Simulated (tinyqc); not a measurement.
Inside a calculation: round or elliptic silicon nanowire with anisotropic valleys (Ritz method). Values are carried at full precision from step to step, so a last printed digit may differ when a step is redone from the rounded ones.

Wire along x = [110] on a (001) wafer, y = [-110], z = [001]. Valley groups (w = inverse masses): A, two valleys along z: w_y = 1/mt, w_z = 1/ml, m_x = mt; B, four valleys in the wafer plane: w_y = (1/ml + 1/mt)/2, w_z = 1/mt, m_x = (ml + mt)/2.

Constants: hbar^2/2m0 = 3.80998211 eV angstrom^2; kB = 8.617333262e-05 eV/K.

Values chosen for the exercise (near those of a Si nanowire; not measured data): ml = 0.912 m0 (longitudinal mass); mt = 0.19 m0 (transverse mass); a = 17 angstrom (semi-axis along y); b = 17 angstrom (semi-axis along z); group = B (valley group worked out); T = 300 K (temperature).

## Stretching the ellipse

Scaling y by 1/sqrt(w_y) and z by 1/sqrt(w_z) makes the mass 1 and the semi-axes A = a/sqrt(w_y), B = b/sqrt(w_z). List them with the one-function estimate 3c (1/A^2 + 1/B^2) and the slender limit c (pi/2s)^2 (1 + 2s/(pi l)), s and l the smaller and larger of A, B; c = hbar^2/2m0.

Groups:
```
group  g     A      B  axis ratio  one function (eV)  slender limit (eV)
A      2  7.41  16.23       2.191             0.2515              0.2210
B      4  9.53   7.41       1.287             0.3339              0.2559
```

The one-function value suits axis ratios near 1 and the slender limit ratios well above 2.

## Matrices of three even functions

Hard wall on the ellipse (y/a)^2 + (z/b)^2 = 1, c = hbar^2/2m0. With u = y/a, v = z/b the operator is -c [(w_y/a^2) d2/du2 + (w_z/b^2) d2/dv2] on the unit disc. Basis (1 - u^2 - v^2) u^i v^j; S, X and Y are the disc integrals of f f', (df/du)(df'/du) and (df/dv)(df'/dv), from the integral of u^p v^q = 2 Gamma((p+1)/2) Gamma((q+1)/2)/((p + q + 2) Gamma((p+q+2)/2)) for even p, q; H = c (w_y X/a^2 + w_z Y/b^2).

Basis 1, u^2, v^2 times (1 - u^2 - v^2); form S and H for the chosen group.

S, lower triangle:
```
            1       u^2       v^2
1    1.047198
u^2  0.130900  0.039270
v^2  0.130900  0.013090  0.039270
```

H (meV), lower triangle:
```
            1      u^2      v^2
1    349.6800
u^2   58.2800  43.8046
v^2   58.2800   7.2850  58.1854
```

## Lowest level in this basis

Solve H p = E S p for the wire level; give E, the ratios p2/p1 and p3/p1, and H11/S11.

E = 321.4 meV

ratios: -0.49  -0.32

one function = 333.9 meV

The two added functions lower the level by 12.6 meV (3.8 %), mostly by narrowing the state along u, the direction in which the stretched ellipse is long.

## Subbands

Converged values use 21 functions of each parity class (e or o in u, then in v).

The nine lowest levels of all groups and parity classes.

Subbands:
```
group, parity  g  m_x (m0)  E (eV)
A ee           2    0.1900  0.2383
B ee           4    0.5510  0.3213
A eo           2    0.1900  0.4015
A ee           2    0.1900  0.6240
B oe           4    0.5510  0.7143
A oe           2    0.1900  0.8008
A eo           2    0.1900  0.9094
B eo           4    0.5510  0.9157
A oo           2    0.1900  1.0585
```

At 300 K and without degeneracy the populations go as g sqrt(m_x) exp(-E/kB T): among these nine the lowest level holds 88 % and the light transport mass mt 88 % of the electrons. Levels above about 0.3 eV lie beyond parabolic valleys and hard walls.

## Checks

- Circle of radius a with both masses mt against c (2.404826/R)^2/m, eV: both 0.4013.

Computed by tinyqc, a small Python program: `OMP_NUM_THREADS=1 python tinyqc.py 1251432 1251433 out.jsonl` (the numbers bound the seed that draws the inputs); one thread of a shared host (Intel(R) Xeon(R) Processor @ 2.30GHz), about 0.02 s for the whole set of steps.
